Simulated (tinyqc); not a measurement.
Comparisons within one model: zigzag graphene nanoribbon in tight binding. A value that a table varies takes the place of the one given here.

A zigzag ribbon of N chains, sites A1, B1, A2, ..., BN across it. For each k it is a chain with bonds -2t cos(k/2) (A_n to B_n) and -t (B_n to A_(n+1)), and +D, -D on A and B. A1 and BN are the edge sites; the Dirac points project to k = 2 pi/3.

Values chosen for the exercise (near those used for graphene; the results hold for these values, not for the real material): t = 2.81 eV (hopping); D = 0 eV (sublattice potential, +D on A and -D on B); Nw = 11 (chains, N of this table); k = 2.79 (k times the period sqrt3 acc); N = 4 (zigzag chains).

## The flat edge band

A ribbon of N = Nw chains: lowest positive level, next level, and weight on the two edge sites per state of the middle pair, along k.

Along k:
```
k/pi  2 cos(k/2)  lowest level (eV)  next (eV)  edge weight
0.50      1.4142            1.38108     1.9286        0.060
0.60      1.1756            0.77454     1.4180        0.099
0.65      1.0450            0.47592     1.2008        0.147
0.70      0.9080            0.22058     1.0666        0.248
0.75      0.7654            0.06215     1.0886        0.422
0.80      0.6180            0.00873     1.2909        0.618
0.85      0.4669            0.00050     1.6099        0.782
0.90      0.3129            0.00001     1.9862        0.902
0.95      0.1569            0.00000     2.3909        0.975
1.00      0.0000            0.00000     2.8100        1.000
```

Beyond k = 2 pi/3 the lowest level sinks towards zero: it is within 1 meV of that from k/pi = 0.85 on. The edge weight grows from 0.25 at 0.70 to 1 at pi, where the chain breaks into dimers and the next level is sqrt(t^2 + D^2) = 2.8100 eV. So flat a band is sensitive to interactions, which this model leaves out; they matter once they exceed the splitting of the middle pair (2D, or for D = 0 only the small overlap of the two edges).

## Lowest level against width

D = 0; lowest positive level at the given k, and the estimate t x^N (1 - x^2), x = 2 cos(k/2) (a dash if x >= 1).

Level (eV):
```
N      matrix   estimate
2      0.3097     0.3017
3      0.1060     0.1055
4     0.03695    0.03692
5     0.01291    0.01291
6    0.004517   0.004517
8   0.0005526  0.0005526
10  6.761e-05  6.761e-05
14  1.012e-06  1.012e-06
```

With x = 0.3498 < 1 the level falls exponentially: from N = 10 to 14 by a factor 0.015, against x^4 = 0.015.

## What each parameter does

The two lowest positive levels at k and the weight on the two edge sites per state of the middle pair. Each row changes one parameter from the base and keeps the others.

Results:
```
case          lowest (eV)  next (eV)  edge weight
base               0.0369     2.3008       0.8788
t = 2.951 eV       0.0388     2.4162       0.8788
N = 5              0.0129     2.1431       0.8778
D = 0.1 eV         0.1066     2.3030       0.8788
k = 2.69           0.0908     2.2528       0.8058
```

The largest shifts from the base row, up to three for each result and ties (the steps differ in size, so this ranks the rows, not the parameters). lowest (eV): D +0.0697, k +0.0538, N -0.0240. next (eV): N -0.1577, t +0.1154, k -0.0480. edge weight: k -0.0729, N -0.0009; unchanged at the printed digits by t and D.

Program tinyqc; command `OMP_NUM_THREADS=1 python tinyqc.py 1480927 1480928 out.jsonl`; about 0.01 s on one thread of a shared Intel(R) Xeon(R) Processor @ 2.30GHz.
